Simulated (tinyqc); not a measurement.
## Random telegraph noise from one oxide trap in a small MOSFET: effect of the gate length

An acceptor-like trap exchanges electrons with the channel. Inversion charge Q = Cox u, u = n Vt W0(exp((Vg - VT)/(n Vt))), W0 the Lambert function, n = nf, Cox = eps0 eox/tox; linear regime Id = (W/L) mu Q Vd. Relative to threshold the surface potential rises by Vt ln(u/u0) and the oxide voltage by the rest of Vg - VT, with u0 = n Vt W0(1).

N = Cox u/q; dpsi = Vt ln(u/u0); E = E0 - dpsi - (xt/tox)(Vg - VT - dpsi); capture time tc = 1/[(N/zi) vth s0 exp(-xt/lt - EB/Vt)]; emission time te = tc exp(-E/Vt); occupancy te/(tc + te). A = W L; threshold step dV = q (1 - xt/tox)/(Cox A); gm/Id = 1/(u + n Vt); relative step dI/I = (gm/Id) dV + asc mu/A. fc = (1/tc + 1/te)/(2 pi); rms = (dI/I) sqrt(tc te)/(tc + te).

Values chosen for this exercise; values of the order met in silicon transistors: temperature T = 350 K; relative permittivity of the gate insulator (close to silicon dioxide) eox = 3.9; insulator thickness tox = 1.8 nm; depth of the trap from the channel interface xt = 0.68 nm; trap level above the channel Fermi level at threshold E0 = 0.11 eV; capture prefactor s0 = 7e-17 cm^2; capture barrier (lattice relaxation) EB = 0.2 eV; tunnelling decay length lt = 0.2 nm; thermal velocity vth = 1.3e7 cm/s; thickness of the inversion layer zi = 2.7 nm; threshold voltage VT = 0.29 V; body factor nf = 1.07; gate width W = 150 nm; mobility mu = 200 cm^2/(V s); scattering coefficient of the charged trap asc = 0 V s; drain voltage Vd = 0.02 V; gate voltage Vg = 0.48 V.

Constants: q = 1.602176634e-19 C, kB = 1.380649e-23 J/K, Vt = kB T/q, eps0 = 8.8541878128e-14 F/cm where lengths are in cm. Results are converted to the units shown.

The same in every row: E (eV) = -2.463e-4; tc (s) = 3.961e-6; te (s) = 3.994e-6; occupancy = 0.5020; fc (Hz) = 8.003e4.

Effect of the gate length:

| L (nm) | dI/I (%) | rms dI/I (%) |
|---|---|---|
| 15 | 1.324 | 0.6621 |
| 25 | 0.7945 | 0.3972 |
| 41 | 0.4844 | 0.2422 |
| 67 | 0.2964 | 0.1482 |
| 110 | 0.1806 | 0.09028 |
| 180 | 0.1103 | 0.05517 |
| 300 | 0.06621 | 0.03310 |
| 500 | 0.03972 | 0.01986 |

As L goes from 15 to 500, tc stays at 3.96e-6 s, te stays at 3.99e-6 s and dI/I falls from 1.32 to 0.0397 %. The step goes as 1/(W L), while the times do not depend on the size.

Range of the model: VT is taken as given; short-channel effects and the uneven flow of current among few electrons are left out.

Program tinyqc, `OMP_NUM_THREADS=1 python tinyqc.py 2710018 2710019 out.jsonl`; Intel Xeon 2.30GHz, shared host, one thread, about 0.01 s.
